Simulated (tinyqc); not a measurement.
Length of a polyene: Hueckel, PPP and singles CI along the polyenes. Computed by the program tinyqc. Hueckel uses the same beta without repulsion; CIS keeps all single excitations and so misses the low, doubly excited 2Ag state. W is the valence ionisation energy of a centre, MN the Mataga-Nishimoto formula, f the oscillator strength.

All-trans chains of carbon centres 1.40 angstrom apart:
```
parameter                               value
beta (eV), times 1 +/- alternation  -2.650000
alternation                          0.060000
W (eV)                              11.160000
gamma_rr (eV)                       10.640000
repulsion formula                        Ohno
```

Gaps and excitations (eV):
```
centres  Hueckel gap  PPP orbital gap  bright singlet (CIS)       f  lowest triplet (CIS)
2             5.6180          13.0132                7.2404  0.6208                3.9956
4             3.6545          10.2348                5.6096  1.1576                2.8076
6             2.7589           8.8331                4.6751  1.6258                2.2414
10            1.9281           7.4536                3.6727  2.4258                1.7500
```

Estimate the missing row, centres = 8.

Computed row:
```
centres  Hueckel gap  PPP orbital gap  bright singlet (CIS)       f  lowest triplet (CIS)
8             2.2523           7.9988                4.0800  2.0453                1.9342
```

The Hueckel gap tends to 4 x alternation x |beta| = 0.64 eV for long chains. Exchange opens the PPP orbital gap, and the attraction of electron and hole brings the bright state 3.78 eV below it at 10 centres; the triplet lies 1.92 eV lower still.
